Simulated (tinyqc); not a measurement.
Worked calculation: dopants and charged point defects at anneal temperature: Fermi-level effect, clustering and pairing. Computed by tinyqc, a small Python program that keeps every step. Command: `OMP_NUM_THREADS=1 python tinyqc.py 3008303 3008304 out.jsonl pairing walk`. One thread of a shared host (Intel(R) Xeon(R) Processor @ 2.30GHz), about 0.01 s of CPU time with the checks. Intermediate numbers are printed to about 7 digits and carried at full precision; extremes and crossings named in words are read from the listed rows.

Boltzmann statistics and full ionisation of active dopants. Energies are counted from the valence band; the defect (a vacancy or self-interstitial) has five charge states, with all degeneracy factors one.

Inputs (values chosen for the exercise, with bands modelled on GaAs):
```
quantity                                        value    unit
gap at 0 K E_g0                                  1.54      eV
Varshni alpha                                 0.00055    eV/K
Varshni beta                                      196       K
electron mass m_e                              0.0657     m_0
valleys M_c                                         1       -
hole mass m_h                                   0.539     m_0
anneal temperature T                             1090       K
total dopant density N                        3.1e+19   cm^-3
formation enthalpy of the neutral defect H_f     3.64      eV
formation entropy S_f                             7.7     k_B
site density N_s                              2.9e+22   cm^-3
intrinsic dopant diffusivity D_i                3e-16  cm^2/s
anneal time t                                     900       s
pair binding energy E_b                          0.84      eV
pair configurations Z                               4       -
storage temperature T_2                           500       K
impurity diffusion prefactor D_0               0.0018  cm^2/s
impurity migration energy E_m                    0.76      eV
dielectric constant eps                          12.9       -
active dopant density in the stored part N_2  9.8e+16   cm^-3
```

Dopant: donor. Second part: pairing with a mobile impurity.

defect levels as fractions of E_g(T): (2+/+), (+/0), (0/-), (-/2-): 0.16  0.081  0.66  0.94

Constants: m_0 = 9.1093837015e-31 kg; k_B = 1.380649e-23 J/K; h = 6.62607015e-34 J s; k_B = 8.617333262e-05 eV/K; e^2/(4 pi eps_0) = 14.39964548 eV angstrom.

## The host at the anneal temperature

E_g = E_g0 - alpha T^2/(T + beta). N_c = 2 M_c (2 pi m_e k_B T/h^2)^(3/2) and N_v = 2 (2 pi m_h k_B T/h^2)^(3/2), masses in units of m_0. n_i = sqrt(N_c N_v) exp(-E_g/2 k_B T); E_i = E_g/2 + (k_B T/2) ln(N_v/N_c).

E_g = 1.031870 eV

k_B T = 0.09392893 eV

n_i = 5.839726e+16 cm^-3

E_i = 0.6641984 eV

effective density of states N_b of the majority band = 2.926698e+18 cm^-3

## Active dopant

No clustering: A = N.

active density A = 3.10e+19 cm^-3

## Carrier density and Fermi level

n = A/2 + sqrt(A^2/4 + n_i^2) for an active density A. chi = n/n_i (for acceptors n_i/p); E_F = E_i + k_B T ln chi; field enhancement h = 1 + A/sqrt(A^2 + 4 n_i^2).

n = 3.100011e+19 cm^-3

chi = 530.8487

E_F = 1.253553 eV

field enhancement h = 1.999993

The doping is 531 n_i: extrinsic conditions. Caution: the carrier density exceeds the effective density of states, where Boltzmann statistics understate the shift of E_F and so the density of charged defects (gap narrowing, also left out, works the other way).

## Charged defects

C_0 = N_s exp(S_f/k_B) exp(-H_f/k_B T). Ratios to the neutral state at E_F = E_i: r_+ = exp((E(+/0) - E_i)/k_B T), r_2+ = r_+ exp((E(2+/+) - E_i)/k_B T), r_- = exp((E_i - E(0/-))/k_B T), r_2- = r_- exp((E_i - E(-/2-))/k_B T); at other E_F state q scales as chi^(-q). The enhancement is sum r_q chi^(-q)/sum r_q. The charge on the defects is left out of neutrality.

neutral defects C_0 = 9.470667e+08 cm^-3

Charge states:
```
state       ratio r  intrinsic (cm^-3)  doped (cm^-3)
2+     1.018055e-05       9.641661e+03   3.421450e-02
+      2.067430e-03       1.957994e+06   3.688423e+03
0      1.000000e+00       9.470667e+08   9.470667e+08
-      8.359043e-01       7.916571e+08   4.202502e+11
2-     3.224270e-02       3.053599e+07   8.605054e+12
```

all defects, doped = 9.026251e+12 cm^-3

enhancement over intrinsic = 5096.043

mean charge = -1.953231 e

Doping leaves the neutral state alone and multiplies the total by 5100; the most common state is 2- (in intrinsic material 0).

## Dopant diffusivity

If every charge state of the defect carries the dopant equally well, D = D_i x enhancement x h x (active share A/N, a rough stand-in that overstates the dA/dN which immobile clusters call for), D_i being an input held fixed when T or H_f is moved; diffusion length 2 sqrt(D t).

effective diffusivity D = 3.057615e-12 cm^2/s

D/D_i = 10192.05

diffusion length = 1049.162 nm

Caution: so large an enhancement assumes that highly charged defects carry the dopant as well as neutral ones; measured enhancements are far smaller.

## Against doping

chi = n/n_i; h = 1 + A/sqrt(A^2 + 4 n_i^2); the dopant diffusivity over its intrinsic value is D/D_i = enhancement x h x A/N, if every charge state carries the dopant equally well.

Trend at the anneal temperature:
```
N (cm^-3)  active A (cm^-3)           chi  defect enhancement  mean charge         D/D_i
1.80e+15           1.80e+15  1.015530e+00        1.007464e+00    -0.484738  1.022989e+00
6.50e+15           6.50e+15  1.057201e+00        1.027534e+00    -0.496336  1.084632e+00
2.40e+16           2.40e+16  1.226384e+00        1.109666e+00    -0.539880  1.333024e+00
8.90e+16           8.90e+16  2.019272e+00        1.508061e+00    -0.691326  2.422100e+00
3.30e+17           3.30e+17  5.822692e+00        3.721862e+00    -1.013280  7.230459e+00
1.20e+18           1.20e+18  2.059746e+01        1.705504e+01    -1.397499  3.402986e+01
4.50e+18           4.50e+18  7.707139e+01        1.373878e+02    -1.741485  2.747293e+02
1.70e+19           1.70e+19  2.911130e+02        1.591685e+03    -1.917582  3.183332e+03
6.20e+19           6.20e+19  1.061695e+03        1.990793e+04    -1.976110  3.981583e+04
```

Well below n_i = 5.84e16 cm^-3 chi and the enhancement are near 1. At any doping d ln(enhancement)/d ln chi equals minus the mean charge, which goes from -0.48 to -1.98 over the rows. Rows with carriers above N_b lie beyond Boltzmann statistics.

## Pairing in storage

An oppositely charged mobile impurity (density M) pairs with the dopant: pairs/free = Z (N_2/N_s) exp(E_b/k_B T_2) for M << N_2; capture radius R = e^2/(4 pi eps eps_0 k_B T_2); D_m = D_0 exp(-E_m/k_B T_2); association rate 4 pi R D_m N_2; dissociation rate = association rate/(pairs/free); tau = 1/(sum of both). Trapping slows long-range motion to D_m/(1 + pairs/free).

pairs/free = 3960.185

paired share = 0.9997476

capture radius R = 25.90712 angstrom

D_m = 3.933776e-11 cm^2/s

pairing time constant = 0.07965729 s

effective diffusivity of the impurity = 9.930808e-15 cm^2/s

## Pairing against temperature

The formulas are those given above.

Equilibrium and kinetics:
```
T (K)  paired share  time constant (s)  D_m (cm^2/s)  effective D (cm^2/s)
270       1.0000000       1.443140e+05  1.172817e-17          1.815650e-28
300       1.0000000       6.115918e+03  3.074924e-16          1.760222e-25
340       1.0000000       2.181563e+02  9.769807e-15          2.557297e-22
380       0.9999995       1.589433e+01  1.498705e-13          8.021684e-20
430       0.9999894       1.210267e+00  2.227192e-12          2.353514e-17
480       0.9998879       1.594938e-01  1.886356e-11          2.113855e-15
550       0.9985163       1.760667e-02  1.955309e-10          2.901127e-13
650       0.9777968       1.728733e-03  2.304670e-09          5.117115e-11
```

Half the impurity is paired at T = E_b/(k_B ln(N_s/(Z N_2))) = 869 K. The time constant at 300 K is 6100 s. Below 869 K pairs win, and the effective diffusivity has the activation energy E_m + E_b = 1.60 eV; above it the impurity is free and moves with E_m = 0.76 eV.

Checks made by the program: ratios against Boltzmann factors of formation energies at E_F (relative difference below 1e-10).
